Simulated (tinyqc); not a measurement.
From substrate current I_sub/W back to drain voltage V_D: lateral field, substrate current, probability of reaching the oxide barrier and hot-carrier lifetime of a silicon transistor (pseudo-two-dimensional and lucky-electron models). Computed by tinyqc, a small Python program. Command: `OMP_NUM_THREADS=1 python tinyqc.py 3012815 3012816 out.jsonl hotcar inv`. One thread of a shared host (Intel(R) Xeon(R) Processor @ 2.30GHz), about 0.01 s of CPU time with the checks.

Local-field models: a lucky carrier gains its energy at the peak field over a path free of collisions. Voltages are magnitudes.

Inputs (values chosen for the exercise, modelled on a silicon n-channel):
```
quantity                              value                      unit
channel length L                       1500                        nm
oxide thickness t                        26                        nm
junction depth x_j                      450                        nm
mobility mu                             350                cm^2/(V s)
saturation velocity v_s                0.85                  1e7 cm/s
threshold voltage V_T                  0.67                         V
gate voltage V_G                          6                         V
ionisation prefactor A_i              2e+06                      1/cm
ionisation field B_i                   1.75                     MV/cm
hot-carrier mean free path lambda       8.4                        nm
oxide barrier phi_b                     3.1                        eV
interface-trap threshold phi_it         3.6                        eV
lifetime constant H                       3  s microampere/micrometre
length of the depleted extension L_n    110                        nm
```

Drain: lightly doped extension.

Constants: eps_0 = 8.8541878128e-12 F/m.

Method:
- C_ox = 3.9 eps_0/t; F_sat = 2 v_s/mu; V_Dsat = V_ov F_sat L/(V_ov + F_sat L), V_ov = V_G - V_T; I_D/W = C_ox v_s (V_ov - V_Dsat).
- Scale length l = 0.22 t^(1/3) x_j^(1/2) (all in cm); F_m = sqrt(((V_D - V_Dsat)/l_e)^2 + F_sat^2), with l_e = l + L_n; length of the velocity-saturated region l_e ln((V_D - V_Dsat)/(l_e F_sat) + F_m/F_sat).
- Substrate current I_sub/I_D = (A_i/B_i)(V_D - V_Dsat) exp(-B_i/F_m); probability of reaching the oxide barrier exp(-phi_b/(e lambda F_m)); lifetime tau = (H/(I_D/W)) exp(phi_it/(e lambda F_m)).

Problem. A run gave the result below. Find the drain voltage V_D, known to lie between 12 and 25 V.

substrate current I_sub/W = 23.57366 microampere/micrometre

Solution.

Each step takes the trial c = (a f_b - b f_a)/(f_b - f_a), f being the result less the target and a, b, c the logarithms of the listed values; c replaces end b, the old b replaces a if the sign of f changed, and otherwise f_a is halved.

Scan of the range:
```
drain voltage V_D (V)  substrate current I_sub/W (microampere/micrometre)
12.0                                                                6.106
13.6                                                               17.706
15.3                                                               41.614
17.3                                                               89.806
19.6                                                              176.927
22.1                                                              313.400
25.0                                                              526.929
```

False position (Illinois rule, in the logarithm of the input) inside the bracket:
```
step    end a    end b    trial  substrate current I_sub/W (microampere/micrometre)
1     13.6000  15.3000  13.9989                                             22.1011
2     15.3000  13.9989  14.0931                                             23.2406
3     15.3000  14.0931  14.1344                                             23.7527
4     14.0931  14.1344  14.1199                                             23.5726
5     14.1344  14.1199  14.1200                                             23.5737
6     14.1344  14.1200  14.1200                                             23.5737
7     14.1200  14.1200  14.1200                                             23.5737
```

Substrate current I_sub/W rises at every point of a 13-point scan of the range (every second point is shown), so one value fits; it is bracketed by 13.6 and 15.3. Answer: drain voltage V_D = 14.12 V.
